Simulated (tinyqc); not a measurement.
Composition against offsets: model-solid line-up of a strained alloy layer on a substrate.

All values of the alloy are linear in x but the gap, Eg(x) = (1 - x) Eg_A + x Eg_B - C x (1 - x), and the valence edge, Ev(x) = (1 - x) Ev_A + x Ev_B + fv C x (1 - x); Ec = Ev + Eg. Ev is the top of the unstrained valence band on a scale common to all materials. In the layer only the Gamma valley of the conduction band is followed, also where an X or L valley would lie lower.

Coherent growth on a (111) face: e_par = (a_s - a)/a, e_perp = -(2 C11 + 4 C12 - 4 C44)/(C11 + 2 C12 + 4 C44) e_par; exx = eyy = ezz = (2 e_par + e_perp)/3 and exy = eyz = ezx = (e_perp - e_par)/3.

Strained edges: Ec + ac tr(e); the valence edges are Ev plus the levels of the 6 x 6 matrix of X, Y, Z times spin with -Dso/3 + l exx + m (eyy + ezz) on the diagonal (cyclic), n exy off it, l = av + 2 b, m = av - b, n = sqrt(3) d. Spin-orbit term (Dso/3) L.sigma on X, Y, Z with (L_k)_ij = -i epsilon_kij: <X+|H|Y+> = -i Dso/3, <X+|H|Z-> = Dso/3, <Y+|H|Z-> = -i Dso/3, <Z+|H|X-> = -Dso/3, <Z+|H|Y-> = i Dso/3, <X-|H|Y-> = i Dso/3, and their conjugates; + and - are the spin along z.

dEc = Ec(substrate) - Ec(layer), dEv = Ev(layer) - Ev(substrate); positive values confine the carrier in the layer. Type I: both of one sign; type II: opposite signs; type III: the gaps do not overlap.

Parameters, chosen for this exercise (A near GaAs, B near GaP, substrate near GaAs; shifted at random, so the results belong to these values and not to a real crystal):
```
symbol  value           unit      meaning
a       (5.66, 5.443)   angstrom  lattice constant of A, B
Eg      (1.531, 2.892)  eV        gap at Gamma to the s-like level of A, B
Dso     (0.344, 0.081)  eV        spin-orbit splitting of A, B
Ev      (-0.8, -1.25)   eV        top of the unstrained valence band of A, B
ac      (-7.07, -8.25)  eV        conduction deformation potential of A, B
av      (1.18, 1.7)     eV        valence hydrostatic potential of A, B
b       (-2, -1.62)     eV        tetragonal shear potential of A, B
d       (-4.84, -4.64)  eV        trigonal shear potential of A, B
C11     (122.9, 141.1)  GPa       of A, B
C12     (57.3, 61.8)    GPa       of A, B
C44     (60.7, 71)      GPa       of A, B
C       0.165           eV        bowing of the gap
fv      0.2                       share of the bowing taken by the valence edge
a_s     5.66            angstrom  substrate
Eg_s    1.531           eV        lowest gap of the substrate
Ev_s    -0.8            eV        substrate valence edge
face    111                       growth face
```

Each composition is strained to the same substrate.

Results:
```
x     e_par (%)  relaxed gap (eV)  strained gap (eV)  valence splitting (meV)  dEc (eV)  dEv (eV)  type
0.03       0.12             1.567              1.548                       10    -0.011    -0.006     I
0.13       0.50             1.689              1.602                       44    -0.048    -0.022     I
0.24       0.93             1.828              1.658                       84    -0.090    -0.037     I
0.34       1.32             1.957              1.707                      125    -0.129    -0.047     I
0.54       2.11             2.225              1.799                      212    -0.209    -0.060     I
0.65       2.56             2.378              1.847                      264    -0.253    -0.063     I
0.75       2.96             2.521              1.889                      313    -0.295    -0.063     I
```

Give the missing row, x = 0.44.

Computed row:
```
x     e_par (%)  relaxed gap (eV)  strained gap (eV)  valence splitting (meV)  dEc (eV)  dEv (eV)  type
0.44       1.72             2.089              1.754                      167    -0.169    -0.055     I
```

The layer stays under tension over this range. The strained gap runs from 1.548 to 1.889 eV, against 1.567 to 2.521 eV for the relaxed alloy: strain takes back part of the change that the composition makes. Strains above 2 % can be kept only in layers of a few nanometres. The line-up is type I throughout, with the layer as the barrier. Offsets below about 50 meV are within the spread of parameter sets, so those rows do not settle the type. Where the alloy is indirect its X or L edge, left out, lies lower and sets the real gap and dEc.

tinyqc: `OMP_NUM_THREADS=1 python tinyqc.py 1081477 1081478 out.jsonl`; about 0.02 s, one thread, shared Intel(R) Xeon(R) Processor @ 2.30GHz.
